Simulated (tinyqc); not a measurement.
Read current of a NAND string, cells in series solved by shooting: one step of the calculation.

Cells in series, numbered from 0 at the source line (0 V) to the bit line, each followed by a gap resistance Rg. A cell with gate Vg, threshold VT, source Vs and drain Vd passes I = 2 nf K Vt^2 [F(Vs) - F(Vd)]/(1 + th max(Vg - VT, 0)), F(V) = ln^2(1 + exp((Vg - VT - nf V)/(2 nf Vt))). The selected cell has Vg = Vr, the others Vg = Vp.

Question. Node voltages for a trial current. For a trial current I start at 0 V and, cell by cell (the selected one is cell 0), solve for the drain: sqrt(F(Vd)) = sqrt(F(Vs) - I/k), k = 2 nf K Vt^2/(1 + th max(Vg - VT, 0)), Vd = [Vg - VT - 2 nf Vt ln(exp(sqrt F) - 1)]/nf, then add I Rg.

Inputs (values chosen for the exercise); values of the order met in vertical NAND strings:

| symbol | value | unit | meaning |
|---|---|---|---|
| T | 300 | K | temperature |
| K | 7.1 | uA/V^2 | gain factor of a cell |
| nf | 2 |  | slope factor |
| th | 0.15 | 1/V | mobility reduction factor |
| Rg | 2.5 | kohm | resistance of the gap between cells |
| Vbl | 0.4 | V | bit-line voltage |
| Vp | 7.9 | V | pass voltage |
| Vr | 4.45 | V | read voltage on the selected word line |

Constants: q = 1.602176634e-19 C, kB = 1.380649e-23 J/K, Vt = kB T/q. Results are converted to the units shown.

first trial current = 0.81 uA
thresholds from the source end, cell 0 to 3 (V): [2.7, -2, 3.4, -2]

Wanted: node voltage after each cell and gap, trial 1.

Answer.

node voltage after each cell and gap, trial 1, cell 0 to 3 (V): [0.08861, 0.1199, 0.1672, 0.1990]

tinyqc, about 0.5 s, one thread, Intel Xeon 2.30GHz (shared host): `OMP_NUM_THREADS=1 python tinyqc.py 2142079 2142080 out.jsonl`
